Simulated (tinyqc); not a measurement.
Worked calculation: inter-valley coupling by envelope functions against a chain of atomic planes. Values are carried at full precision from step to step, so a last printed digit may differ when a step is redone from the rounded ones.

Chain: E(phi) = e0 + 2 v cos(phi) + 2 u cos(2 phi), cos(phi0) = -v/(4u), e0 = 2u + v^2/(4u); plane j = 0, 1, ... has the potential V_j = dE x_j + F (j - 30) a/4 (1 MV/m = 1e-4 V/angstrom). There are 30 barrier planes a side; with y = j - 29.5, x_j = xb (f(y) + f(Nw - y)), f(y) = 1/(1 + exp(y/L)), plus any Ge added in the well. The valley splitting is the spacing of the two lowest levels. Envelope theory: F_j solves a one-valley chain with hopping -b and diagonal 2b + V_j, b = 4u sin^2(phi0), sum F_j^2 = 1; the valleys couple by Dv = sum_j F_j^2 V_j exp(-2 i phi0 j) and split by 2|Dv|.

Constants: hbar^2/2m0 = 3.80998211 eV angstrom^2.

Values chosen for the exercise (near those of the Delta valleys of silicon in a SiGe well; shifted at random, so the results belong to these values and not to a real crystal): a = 5.431 angstrom (lattice constant; planes lie a/4 apart); u = 0.647 eV (second-neighbour hopping); v = 0.644 eV (nearest hopping); Nw = 38 (planes in the well); L = 1.25 planes (interface width); xb = 0.25 (Ge fraction of the barriers); dE = 0.51 eV (offset per unit Ge fraction); F = 5 MV/m (field); js = 42 (plane j of a Ge spike (the well starts at j = 30)); xs = 0.18 (Ge fraction added on that plane).

## Valley phase, mass and the wavelengths that couple the valleys

phi0; b = 4u sin^2(phi0); mass m/m0 = c/(b (a/4)^2), c = hbar^2/2m0. A potential couples the valleys if its phase advances by 2 phi0 a plane, or, since only whole planes count, by 2 pi - 2 phi0: periods pi/phi0 and pi/(pi - phi0) planes.

phi0 = 1.82228 rad
b = 2.42775 eV
mass = 0.8513 m0

periods (planes): pi/phi0 1.7240, pi/(pi - phi0) 2.3812

longer period = 3.2331 angstrom

## The smooth well

Lowest doublet of the chain and the envelope result.

level (meV): chain 23.367, envelope 23.404

splitting (micro-eV): chain 0.603, envelope 0.603

planes covered, 1/sum F^4 = 29.89
largest F_j^2 = 0.04567

The levels agree within 0.04 meV. A graded interface has little Fourier weight at 2 phi0, so the splitting is a small remainder of cancelling terms; the envelope value is 1.00 times that of the chain.

## One plane of added Ge, to first order

F_j^2 of the smooth well on that plane = 0.04427

F_j is the envelope on plane j (sum F_j^2 = 1) and Dv the coupling of the two valleys, which split by 2|Dv|. A single plane has Fourier weight at all wavelengths: it adds dE xs F_j^2 to |Dv|, so the splitting is about 2 dE xs F_j^2 if this term rules, and the mean of the doublet rises by dE xs F_j^2.

splitting = 8127 micro-eV
rise of the mean level = 4.064 meV

The chain with the spike gives 6624 micro-eV and a rise of 3.312 meV; the envelope solved with the spike gives 6559. First order is +23 % off: the state draws back from the spike, which the envelope solved anew includes.

## Checks

- Splitting with a weak spike (0.02) on plane j = 42 from the envelope against the chain (micro-eV): 881 against 884.

(tinyqc, `OMP_NUM_THREADS=1 python tinyqc.py 1451095 1451096 out.jsonl`, Intel(R) Xeon(R) Processor @ 2.30GHz, 1 thread, shared host, about 0.1 s.)
